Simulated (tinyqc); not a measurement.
# Off-state leakage of single and stacked transistors: two studies

n-channel devices of unit width. Subthreshold current I(Vg, Vs, Vd) = I0 (T/300 K)^0.5 exp[(Vg - Vs - VT(T) - gb (Vs - Vb) + dd (Vd - Vs))/(nf Vt)] (1 - exp(-(Vd - Vs)/Vt)), VT(T) = VT - cT (T - 300 K). Gate-edge tunnelling Ig (Vd/1 V) exp(ag (Vd - 1 V)), for a gate at 0 V, and band-to-band leakage Ab u exp(-Bb/u), u = Vd - Vb + 1 V, flow at a drain held at V; both are taken as independent of T. In a stack of off transistors (all gates at 0 V) the same subthreshold current passes through each.

Inputs (values chosen for the exercise); values of the order met in bulk silicon logic transistors: temperature T = 300 K; supply voltage V = 1 V; threshold at 300 K, zero drain and body bias VT = 0.33 V; fall of the threshold with temperature cT = 0.6 mV/K; current at threshold at 300 K I0 = 0.12 uA/um; slope factor nf = 1.47; drain-induced lowering per volt dd = 0.1; rise of the threshold per volt of source-body bias gb = 0.21; gate-edge tunnelling current at 1 V Ig = 0.0002 uA/um; exponential slope of the gate current ag = 3.9 1/V; prefactor of band-to-band leakage at the drain Ab = 10 uA/(um V); its exponential voltage Bb = 24 V; body voltage Vb = -0.3 V.

Constants: q = 1.602176634e-19 C, kB = 1.380649e-23 J/K, Vt = kB T/q. Results are converted to the units shown.

Each table varies one quantity; the others keep the values above.

## Subthreshold current against the height of the stack

All n gates at 0 V, bottom source at 0 V, top drain at V; node voltages follow from equal currents.

Subthreshold current against the height of the stack:
```
n	I (nA/um)	reduction factor	drain voltage of the bottom device (mV)	source voltage of the top device (mV)	voltage across the top device (V)
1	0.053797	1.0000	1000.0	0	1.0000
2	0.0044045	12.214	72.599	72.599	0.92740
3	0.0022578	23.827	20.763	91.984	0.90802
4	0.0015200	35.393	12.358	103.46	0.89654
5	0.0011463	46.930	8.8267	111.65	0.88835
6	9.2044e-4	58.447	6.8728	118.01	0.88199
```

What does the table show?

The second transistor cuts the current by a factor of 12.2, the third by a further 1.95 and the sixth by 1.25. The top device keeps 88.2 % of the supply at n = 6, while the drain voltage of the bottom one falls to 0.266 Vt.

## Leakage components against the supply voltage

Same model as above.

One transistor with Vg = Vs = 0, Vd = V; stack factor I(one)/I(two in series).

Leakage components against the supply voltage:
```
V (V)	subthreshold (nA/um)	gate edge (nA/um)	band-to-band (nA/um)	total (nA/um)	stack factor	largest part
0.5	0.01443	0.01423	0.02915	0.05781	4.181	band-to-band
0.6	0.01878	0.02522	0.06208	0.1061	5.102	band-to-band
0.7	0.02443	0.04345	0.1229	0.1908	6.282	band-to-band
0.8	0.03178	0.07334	0.2285	0.3336	7.795	band-to-band
0.9	0.04135	0.1219	0.4024	0.5656	9.733	band-to-band
1	0.05380	0.2000	0.6760	0.9298	12.21	band-to-band
1.1	0.06999	0.3249	1.090	1.485	15.39	band-to-band
1.2	0.09106	0.5236	1.693	2.308	19.45	band-to-band
1.3	0.1185	0.8377	2.547	3.504	24.63	band-to-band
1.4	0.1541	1.332	3.724	5.210	31.26	band-to-band
```

Read the table: what changes, and by how much?

As V goes from 0.5 to 1.4, the total leakage rises from 0.0578 to 5.21 nA/um. The band-to-band part leads at V = 0.5 and in all other rows. The reduction by a stack of two rises from 4.18 to 31.3, for the subthreshold part alone.

tinyqc, about 0.04 s, one thread, Intel Xeon 2.30GHz (shared host): `OMP_NUM_THREADS=1 python tinyqc.py 2242110 2242111 out.jsonl`
